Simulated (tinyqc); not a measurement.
Deep trap from a strong local potential in a two-band host (Koster-Slater model with semi-elliptic bands): one step, computed by the program tinyqc.

The valence band spans -2 W_v to 0 and the conduction band E_g to E_g + 2 W_c. The orbital at the impurity site has weight f_v in the valence band and 1 - f_v in the conduction band, each spread as a semi-ellipse (2/(pi W^2)) sqrt(W^2 - x^2) about the band centre. The impurity adds U to this orbital. Spin is left out.

Problem. Thresholds and the vacancy level. In the gap G(E) = f_v (2/W_v^2)[x - sqrt(x^2 - W_v^2)] - (1 - f_v)(2/W_c^2)[y - sqrt(y^2 - W_c^2)], x = E + W_v, y = E_g + W_c - E. G falls across the gap from G(0) to G(E_g). A repulsive U binds if U > 1/G(0), an attractive one if U < 1/G(E_g); the vacancy level (U infinite) solves G(E) = 0 (bisection).

Inputs (values chosen for the exercise, for a model semiconductor): gap E_g = 1.42 eV; half-width of the valence band W_v = 3.8 eV; half-width of the conduction band W_c = 5.7 eV; valence weight f_v of the site orbital = 0.56.

Impurity: repulsive, acceptor-like.

Give: G(0); G(E_g); repulsive threshold; attractive threshold; vacancy level.

Solution.

G(0) = 0.217 1/eV

G(E_g) = -0.0271 1/eV

repulsive threshold = 4.60 eV

attractive threshold = -36.9 eV

vacancy level = 1.34 eV
